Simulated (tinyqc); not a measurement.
Worked calculation: sp3 tight binding, zinc-blende lattice. One step of it, computed by the program tinyqc.

Problem. Bloch Hamiltonian at X. Slater-Koster rules over the four bonds with direction cosines (l, m, n): ss V_ss; s-px l V_sp; px-s -l V_sp; px-px l^2 V_pps + (1 - l^2) V_ppp; px-py l m (V_pps - V_ppp); each times exp(i k.d).

Parameters chosen for this model: zinc-blende lattice, anion at 0, cation at a/4 (1,1,1); V = eta hbar^2 / (m d^2), hbar^2/m = 7.619964 eV angstrom^2:
```
parameter,value,unit
a,4.200000,angstrom
d,1.818653,angstrom
Es anion,-12.730000,eV
Ep anion,-5.840000,eV
Es cation,-12.730000,eV
Ep cation,-5.840000,eV
eta ss,-1.280000,
eta sp,1.950000,
eta pp sigma,2.520000,
eta pp pi,-0.780000,
V ss,-2.948920,eV
V sp,4.492496,eV
V pp sigma,5.805687,eV
V pp pi,-1.796998,eV
```

k point X (2 pi / a): 1  0  0

Give: H(k) at X.

Solution.

H(k) at X (eV), lower triangle (Hermitian):
```
,a s,a px,a py,a pz,c s,c px,c py,c pz
a s,-12.7300
a px,0.0000,-5.8400
a py,0.0000,0.0000,-5.8400
a pz,0.0000,0.0000,0.0000,-5.8400
c s,0.0000,0.0000+10.3750i,0.0000,0.0000,-12.7300
c px,0.0000-10.3750i,0.0000,0.0000,0.0000,0.0000,-5.8400
c py,0.0000,0.0000,0.0000,0.0000-10.1369i,0.0000,0.0000,-5.8400
c pz,0.0000,0.0000,0.0000-10.1369i,0.0000,0.0000,0.0000,0.0000,-5.8400
```
